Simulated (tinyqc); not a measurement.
## Series resistance and length offset from two lengths at two overdrives

Inverse problem. In strong inversion R W = Rsd + k(x)(L - dL), k(x) = (1 + th1 x)/(mu0 Cox x), x the overdrive, Cox = eps0 eox/tox, with Rsd and dL independent of x. Find dL, Rsd, mu0 and th1.

Parameters, values chosen for the exercise: relative permittivity of the gate insulator (close to aluminium oxide) eox = 8.77; insulator thickness tox = 5.2 nm.

Constants: eps0 = 8.8541878128e-14 F/cm where lengths are in cm. Results are converted to the units shown.

total resistance times width (ohm um):

|  | L = 0.068 um | L = 0.87 um |
|---|---|---|
| overdrive 0.4 V | 500.066042 | 5284.85491 |
| overdrive 1.21 V | 306.488222 | 2367.60321 |

Answer. At each overdrive R W is a straight line in L; the two lines cross at L = dL, R W = Rsd. Their slopes give k x = (1 + th1 x)/(mu0 Cox), a straight line in x.

dL = 0.01100 um
Rsd = 160.0 ohm um
mu0 = 330.0 cm^2/(V s)
th1 = 0.4400 1/V

Computed by the program tinyqc: `OMP_NUM_THREADS=1 python tinyqc.py 2210159 2210160 out.jsonl`, one thread of a shared Intel Xeon 2.30GHz, about 0.01 s for the whole run.
